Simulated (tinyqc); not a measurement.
Position of the support ring: thermal and gravitational stress in a wafer during furnace and rapid thermal processing, and the onset of slip. Computed by tinyqc, a small Python program. Command: `OMP_NUM_THREADS=1 python tinyqc.py 3008043 3008044 out.jsonl slip walk`. One thread of a shared host (Intel(R) Xeon(R) Processor @ 2.30GHz), about 0.01 s of CPU time with the checks.

A thin free disc in plane stress, isotropic; T(r) = T_centre + dT (r/R)^n. Stress is positive in tension; sigma_SB = 5.670374419e-8 W/(m^2 K^4), g = 9.80665 m/s^2.

Inputs (values chosen for the exercise, for a model wafer):

| quantity | value | unit |
|---|---|---|
| wafer radius R | 100 | mm |
| thickness t | 725 | micrometre |
| Poisson ratio nu | 0.21 | - |
| density rho | 2330 | kg/m^3 |

Method. Own weight q = rho g t on a ring of radius b R, x = r/R: moments of an edge-supported plate, M_r = q R^2 (3 + nu)(1 - x^2)/16 and M_t = q R^2 [(3 + nu) - (1 + 3 nu) x^2]/16, less the uniform moment inside the ring load, q R^2 [(1 - nu)(1 - b^2) - 2 (1 + nu) ln b]/8; stress at the lower face = 6 M/t^2.

Stress at the lower face (MPa):

| b | centre | radial at ring | hoop at ring | largest in size |
|---|---|---|---|---|
| 0.40 | -0.30162 | -0.36232 | -0.33244 | 0.36232 |
| 0.50 | -0.15717 | -0.25201 | -0.20533 | 0.25201 |
| 0.60 | -0.03234 | -0.16891 | -0.10169 | 0.16891 |
| 0.65 | 0.02512 | -0.13517 | -0.05627 | 0.13517 |
| 0.70 | 0.08012 | -0.10578 | -0.01428 | 0.10578 |
| 0.75 | 0.13312 | -0.08028 | 0.02476 | 0.13312 |
| 0.80 | 0.18451 | -0.05829 | 0.06122 | 0.18451 |
| 0.90 | 0.28363 | -0.02367 | 0.12759 | 0.28363 |
| 1.00 | 0.37938 | 0.00000 | 0.18674 | 0.37938 |

Among these rows the largest stress is least, 0.106 MPa, for a ring at 0.7 R, 3.6 times below edge support: the overhang balances the sag of the centre. All values scale as R^2/t.

Extremes, crossings and ranges named in words are read from the listed rows.
